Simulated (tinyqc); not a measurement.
# Slope factor and drain-induced lowering from three currents

Problem. With source and body at 0 V, I = A exp((Vg + dd Vd)/(nf Vt)) (1 - exp(-Vd/Vt)). Find nf, the swing nf Vt ln 10 and dd.

Inputs (values chosen for the exercise): temperature T = 300 K.

Constants: q = 1.602176634e-19 C, kB = 1.380649e-23 J/K, Vt = kB T/q. Results are converted to the units shown.

currents at (Vg, Vd) = (0, 0.05), (0, 0.8) and (0.06, 0.8) V (nA/um): [0.0032144315, 0.075562036, 0.55876722]

Solution. The pair at equal Vd gives nf; the pair at equal Vg, after dividing out the factors 1 - exp(-Vd/Vt), gives dd.

nf = 1.16
swing = 69.1 mV/decade
dd = 0.120

Program tinyqc, `OMP_NUM_THREADS=1 python tinyqc.py 2242056 2242057 out.jsonl`; Intel Xeon 2.30GHz, shared host, one thread, about 0.03 s.
